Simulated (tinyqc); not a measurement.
## Slope factor and drain-induced lowering from three currents

Inverse problem. With source and body at 0 V, I = A exp((Vg + dd Vd)/(nf Vt)) (1 - exp(-Vd/Vt)). Find nf, the swing nf Vt ln 10 and dd.

Inputs (values chosen for the exercise): temperature T = 300 K.

Constants: q = 1.602176634e-19 C, kB = 1.380649e-23 J/K, Vt = kB T/q. Results are converted to the units shown.

currents at (Vg, Vd) = (0, 0.05), (0, 0.9) and (0.11, 0.9) V (nA/um): 2.5629169e-4  0.017685931  0.47876568

Solution. The pair at equal Vd gives nf; the pair at equal Vg, after dividing out the factors 1 - exp(-Vd/Vt), gives dd.

nf = 1.290
swing = 76.79 mV/decade
dd = 0.1600

tinyqc, about 0.03 s, one thread, Intel Xeon 2.30GHz (shared host): `OMP_NUM_THREADS=1 python tinyqc.py 2242085 2242086 out.jsonl`
